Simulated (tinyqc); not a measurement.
When the interface binds a state: heterojunction of two tight-binding chains.

Left chain: hopping -t1, sites at 2 t1 (band bottom 0). Right chain: hopping -t2, sites at dE + 2 t2 (bottom dE). t = c/(m a^2), c = hbar^2/2m0. The bond across the interface is -tc with tc = f sqrt(t1 t2), and the last left site has the extra energy U. In a chain E = bottom + 2t (1 - cos(ka)); the surface Green function of a half chain is g = -exp(ika)/t, with Im k > 0 where cos(ka) > 1.

Constants: hbar^2/2m0 = 3.80998211 eV angstrom^2.

Parameters, chosen for this exercise (masses and offset of the size met at InGaAs / InP; shifted at random, so the results belong to these values and not to a real crystal):
- a = 4 angstrom (site spacing)
- m1 = 0.039 m0 (mass on the left)
- m2 = 0.08 m0 (mass on the right)
- dE = 0.29 eV (band offset)
- f = 0.97 (factor on the interface hopping)

A state below both bands solves E - 2 t1 - U - S1(E) - S2(E) = 0 for E < 0, with S1 = -t1 z1, S2 = -(tc^2/t2) z2 and |z| < 1 the decaying root of z + 1/z = 2 - (E - bottom)/t. Decay lengths -a/ln|z|. The threshold is the U that solves the equation at E = 0. A dash: no bound state.

Interface state:
```
U (eV)   E (eV)  decay left (angstrom)  decay right (angstrom)
-0.57         -                      -                       -
-1.14         -                      -                       -
-1.71         -                      -                       -
-2.09   -0.0053                  135.9                    12.8
-2.46   -0.0359                   52.1                    12.1
-3.03   -0.1163                   29.0                    10.9
-3.79   -0.2686                   19.1                     9.3
-5.69   -0.8372                   10.9                     6.6
```

threshold U = -1.8959 eV

How do the results move, and what explains it?

The step and the weakened interface bond push the state out, so an attraction must exceed 1.8959 eV to bind; 5 of the 8 rows are bound. At U = -5.69 eV the state decays over 10.9 angstrom to the left and 6.6 to the right, where the band lies higher.

(tinyqc, `OMP_NUM_THREADS=1 python tinyqc.py 1450220 1450221 out.jsonl`, Intel(R) Xeon(R) Processor @ 2.30GHz, 1 thread, shared host, about 0.01 s.)
